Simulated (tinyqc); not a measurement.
Inside a calculation. Method: one-electron ion in a basis of Gaussians. Computed by tinyqc, a small Python program that keeps every step. Settings: Z = 4, l = 0. Command: `OMP_NUM_THREADS=1 python tinyqc.py 22192 22193 out.jsonl` (the two numbers bound the seeds that draw the settings). One thread of a shared host (Intel(R) Xeon(R) Processor @ 2.60GHz), about 0.01 s of CPU time with the checks.

## Matrices over normalised Gaussians

exponents of r^l exp(-a r^2) (1/bohr^2): [1.005000, 1.490000, 2.209000]

Z = 4

l = 0

With p = a_i + a_j and I(k) = Gamma((k+1)/2) / (2 p^((k+1)/2)): S = I(2l+2), T = (2l+3) a_i a_j S / p, V = -Z I(2l+1), each divided by sqrt(S_ii S_jj).

S:
```
[[1.000000, 0.971524, 0.892786],
 [0.971524, 1.000000, 0.971527],
 [0.892786, 0.971527, 1.000000]]
```

T (hartree):
```
[[1.507500, 1.749268, 1.850055],
 [1.749268, 2.235000, 2.593426],
 [1.850055, 2.593426, 3.313500]]
```

V (hartree):
```
[[-6.399014, -6.926339, -7.224129],
 [-6.926339, -7.791538, -8.433585],
 [-7.224129, -8.433585, -9.486978]]
```

## Generalised eigenproblem

H = T + V (hartree):
```
[[-4.891514, -5.177071, -5.374074],
 [-5.177071, -5.556538, -5.840158],
 [-5.374074, -5.840158, -6.173478]]
```

Solve H C = S C e through S^(-1/2); each column has its largest component positive (the first on a tie).

eigenvalues of S: [0.001751, 0.107214, 2.891035]

eigenvalues (hartree): [-6.496806, -1.172364, 2.859105]

coefficients:
```
[[-1.736617, 3.878748, -9.238914],
 [3.532446, -3.295361, 18.722405],
 [-2.864007, -0.258511, -9.755063]]
```

For Z = 4 and l = 0 the exact lowest level is -Z^2/(2 n^2) with n = l + 1: -8.000000 hartree. The basis is nearly linearly dependent, so rounded matrices do not reproduce these digits.
